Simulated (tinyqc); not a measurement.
CIS and TDHF on RHF in the sto-3g basis, for H3+, spin multiplicity 1, step by step. One step of it, computed by the program tinyqc.

Problem. CIS matrix, triplets. A(ia,jb) = (e_a - e_i) d_ij d_ab - (ij|ab).

orbital energies (hartree): [-1.077036, -0.092088, -0.091683]

Two-electron integrals over orbitals (pq|rs), unique and non-zero (hartree):
```
(11|11) 0.569519    (21|11) -0.000010   (21|21) 0.144614    (22|11) 0.555251
(22|21) 0.016274    (22|22) 0.642160    (31|11) 0.000060    (31|22) -0.096978
(31|31) 0.144618    (32|21) -0.097031   (32|22) -0.000011   (32|31) -0.016269
(32|32) 0.077812    (33|11) 0.555323    (33|21) -0.016278   (33|22) 0.486681
(33|31) 0.097005    (33|32) 0.000011    (33|33) 0.642188
```

Give: CIS matrix A, triplet.

Solution.

CIS matrix A, triplet (hartree), order 1>2, 1>3:
```
[[0.4297, 0.0000],
 [0.0000, 0.4300]]
```
